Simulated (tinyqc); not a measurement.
Comparisons within one model: valley splitting of a silicon quantum well in envelope theory. A value that a table varies takes the place of the one given here.

The well lies at 0 < z < L; U(z) = V0 [1/(1 + exp(z/w)) + 1/(1 + exp((L - z)/w))] - e F z, 1 mV/nm = 1e-4 eV/angstrom. The envelope psi solves -(c/ml) psi'' + U psi = E psi, c = hbar^2/2m0, by three-point differences on a grid of 0.1 angstrom from -40 to L + 40 angstrom. The two valleys at +/- k0 couple through D = C0 times the integral of exp(-i q z) U(z) psi^2, q = 2 k0 (2 pi/a), and split by Ev = 2|D|.

Random alloy: with Y(z) = Yw + (Yb - Yw) B(z), B the bracket in U, and in-plane density exp(-r^2/ad^2)/(pi ad^2), D gains a random complex part of variance sigma^2 = (C0^2/pi)(a^2 V0/(8 ad (Yb - Yw)))^2 (4/a) times the integral of psi^4 Y (1 - Y). Alone it gives a mean splitting sqrt(pi) sigma; together with the smooth part the rms splitting is 2 sqrt(|D|^2 + sigma^2).

Constants: hbar^2/2m0 = 3.80998211 eV angstrom^2.

Values chosen for the exercise (near those of a strained Si well in SiGe; not measured data): L = 42 angstrom (well width); V0 = 0.18 eV (conduction offset); ml = 0.904 m0 (mass along z); F = 9.8 mV/nm (field pressing towards the upper interface); k0 = 0.844 2 pi/a (valley position); a = 5.431 angstrom (lattice constant); C0 = 0.243 (Bloch overlap factor); Yb = 0.27 (Ge share of the barrier); Yw = 0.02 (Ge share of the well); ad = 120 angstrom (dot radius); ws = (0.3, 0.5, 1, 1.4, 2.1, 2.9, 4.3) angstrom (interface widths); Ls = (42, 43.4, 44.7, 46.1, 47.4, 48.8, 50.1, 51.5) angstrom (widths in steps of one atomic layer, a/4, rounded to the grid); F2 = 1 mV/nm (second field, zero or weak); w1 = 0.6 angstrom (interface width for this table); w = 0.6 angstrom (interface width parameter).

## Sharpness of the interface

The smooth part 2|D| and the disorder part against w, beside y/sinh(y) with y = pi q w. The 12 to 88 % width of the step is 4w.

Results:
```
w (angstrom),4w (angstrom),2|D| (micro-eV),y/sinh(y),sqrt(pi) sigma (micro-eV)
0.3,1.2,149.97,0.60,113.0
0.5,2.0,77.87,0.29,113.3
1.0,4.0,9.59,0.027,114.5
1.4,5.6,1.35,0.0032,116.0
2.1,8.4,0.03,6.5e-05,119.8
2.9,11.6,0.00,6.7e-07,126.3
4.3,17.2,0.00,1.8e-10,143.5
```

The smooth part needs a Fourier component of U psi^2 at a wavelength of 3.22 angstrom; from the first row to the third it falls by a factor 15.6, while y/sinh(y) falls by 22.6 (the envelope near the step and the phase between the two interfaces change too). The disorder part goes from 113.0 to 143.5 micro-eV, growing as the electron overlaps more alloy. It takes over between w = 0.3 and 0.5 angstrom, that is a step 1.2 to 2.0 angstrom wide, with 1.36 angstrom to an atomic layer.

## Adding atomic layers

The smooth splitting Ev = 2|D| with w = w1, at the field F2 and at F.

Results:
```
L (angstrom),q L mod 2 pi,Ev at F2 (micro-eV),Ev at F (micro-eV)
42.0,0.34,29.7,53.4
43.4,3.07,38.0,57.1
44.7,5.61,42.3,59.2
46.1,2.06,14.2,47.5
47.4,4.60,41.9,58.0
48.8,1.05,9.06,46.5
50.1,3.59,32.0,52.6
51.5,0.04,22.5,49.2
```

At F2 the splitting swings between 9.06 and 42.3 micro-eV, a ratio of 4.67, as the two interfaces add with the phase q L, which advances on average by 2.65 rad a layer. At F the ratio is 1.27, where in the first row psi^2 at the upper interface is 5.06 times that at the lower one: the field unbalances the two contributions, which fills in the minima.

## What each parameter does

Orbital spacing, psi^2 at z = L, the smooth splitting and sigma; V0 is held fixed when Yw changes. Each row changes one parameter from the base and keeps the others.

Results:
```
case,E2 - E1 (meV),psi^2(L) (1e-3/angstrom),2|D| (micro-eV),sigma (micro-eV)
base,47.89,6.532,53.39,64.0
ad = 160 angstrom,47.89,6.532,53.39,48.0
Yw = 0.05,47.89,6.532,53.39,112.3
L = 48 angstrom,40.35,5.856,54.00,61.7
V0 = 0.225 eV,50.17,5.298,56.71,80.5
w = 0.42 angstrom,47.66,6.639,103.13,63.9
F = 14.7 mV/nm,50.28,8.656,73.55,66.0
k0 = 0.824 2 pi/a,47.89,6.532,75.06,64.0
C0 = 0.292,47.89,6.532,64.16,76.9
```

The largest shifts from the base row, up to three for each result and ties (the steps differ in size, so this ranks the rows, not the parameters). E2 - E1 (meV): L -7.54, F +2.39, V0 +2.27; unchanged at the printed digits by ad, Yw, k0 and C0. psi^2(L) (1e-3/angstrom): F +2.124, V0 -1.233, L -0.676; unchanged at the printed digits by ad, Yw, k0 and C0. 2|D| (micro-eV): w +49.74, k0 +21.67, F +20.16; unchanged at the printed digits by ad and Yw. sigma (micro-eV): Yw +48.2, V0 +16.4, ad -16.0; unchanged at the printed digits by k0.

(tinyqc, `OMP_NUM_THREADS=1 python tinyqc.py 1250256 1250257 out.jsonl`, Intel(R) Xeon(R) Processor @ 2.30GHz, 1 thread, shared host, about 0.1 s.)
